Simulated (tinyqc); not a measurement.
Inside a calculation. Method: empirical pseudopotential in a few plane waves. One step of it, computed by the program tinyqc.

Question. Bloch Hamiltonian at G. Basis: the 15 shortest G (labels in 2 pi/a), the same at every k. H(G,G') = c |k + G|^2 delta + VS(|G-G'|^2) cos((G-G').tau) + i VA sin((G-G').tau), tau = a/8 (1,1,1); 1 Ry = 13.605693 eV.

Parameters chosen for this model: fcc lattice, atoms at +/- a/8 (1,1,1); form factors in rydberg at |G|^2 in units of (2 pi/a)^2:
```
parameter                 value      unit
a                      5.360000  angstrom
VS(3)                 -0.233000        Ry
VS(8)                  0.018000        Ry
VS(11)                 0.032000        Ry
VA(3)                  0.144000        Ry
VA(4)                  0.022000        Ry
VA(11)                 0.037000        Ry
hbar^2/2m (2 pi/a)^2   5.235439        eV
```

k point G (2 pi / a): 0  0  0

Give: H(k) at G.

Answer.

H(k) at G (eV), lower triangle (Hermitian):
```
                 +0+0+0           -1-1-1           -1-1+1           -1+1-1
+0+0+0           0.0000
-1-1-1   2.2416-1.3854i          15.7063
-1-1+1  -2.2416-1.3854i   0.0000+0.2993i          15.7063
-1+1-1  -2.2416-1.3854i   0.0000+0.2993i           0.2449          15.7063
-1+1+1  -2.2416+1.3854i          -0.2449   0.0000+0.2993i   0.0000+0.2993i
+1-1-1  -2.2416-1.3854i   0.0000+0.2993i           0.2449           0.2449
+1-1+1  -2.2416+1.3854i          -0.2449   0.0000+0.2993i           0.0000
+1+1-1  -2.2416+1.3854i          -0.2449           0.0000   0.0000+0.2993i
+1+1+1   2.2416+1.3854i           0.0000          -0.2449          -0.2449
-2+0+0   0.0000-0.2993i  -2.2416+1.3854i  -2.2416-1.3854i  -2.2416-1.3854i
+0-2+0   0.0000-0.2993i  -2.2416+1.3854i  -2.2416-1.3854i   0.3079-0.3560i
+0+0-2   0.0000-0.2993i  -2.2416+1.3854i   0.3079-0.3560i  -2.2416-1.3854i
+0+0+2   0.0000+0.2993i  -0.3079-0.3560i   2.2416+1.3854i  -0.3079+0.3560i
+0+2+0   0.0000+0.2993i  -0.3079-0.3560i  -0.3079+0.3560i   2.2416+1.3854i
+2+0+0   0.0000+0.2993i  -0.3079-0.3560i  -0.3079+0.3560i  -0.3079+0.3560i

                 -1+1+1           +1-1-1           +1-1+1           +1+1-1
-1+1+1          15.7063
+1-1-1           0.0000          15.7063
+1-1+1           0.2449   0.0000+0.2993i          15.7063
+1+1-1           0.2449   0.0000+0.2993i           0.2449          15.7063
+1+1+1   0.0000+0.2993i          -0.2449   0.0000+0.2993i   0.0000+0.2993i
-2+0+0   2.2416-1.3854i   0.3079-0.3560i  -0.3079-0.3560i  -0.3079-0.3560i
+0-2+0  -0.3079-0.3560i  -2.2416-1.3854i   2.2416-1.3854i  -0.3079-0.3560i
+0+0-2  -0.3079-0.3560i  -2.2416-1.3854i  -0.3079-0.3560i   2.2416-1.3854i
+0+0+2  -2.2416+1.3854i  -0.3079+0.3560i  -2.2416+1.3854i   0.3079+0.3560i
+0+2+0  -2.2416+1.3854i  -0.3079+0.3560i   0.3079+0.3560i  -2.2416+1.3854i
+2+0+0   0.3079+0.3560i   2.2416+1.3854i  -2.2416+1.3854i  -2.2416+1.3854i

                 +1+1+1   -2+0+0   +0-2+0   +0+0-2
+1+1+1          15.7063
-2+0+0  -0.3079+0.3560i  20.9418
+0-2+0  -0.3079+0.3560i   0.2449  20.9418
+0+0-2  -0.3079+0.3560i   0.2449   0.2449  20.9418
+0+0+2  -2.2416-1.3854i  -0.2449  -0.2449   0.0000
+0+2+0  -2.2416-1.3854i  -0.2449   0.0000  -0.2449
+2+0+0  -2.2416-1.3854i   0.0000  -0.2449  -0.2449

         +0+0+2   +0+2+0   +2+0+0
+0+0+2  20.9418
+0+2+0   0.2449  20.9418
+2+0+0   0.2449   0.2449  20.9418
```
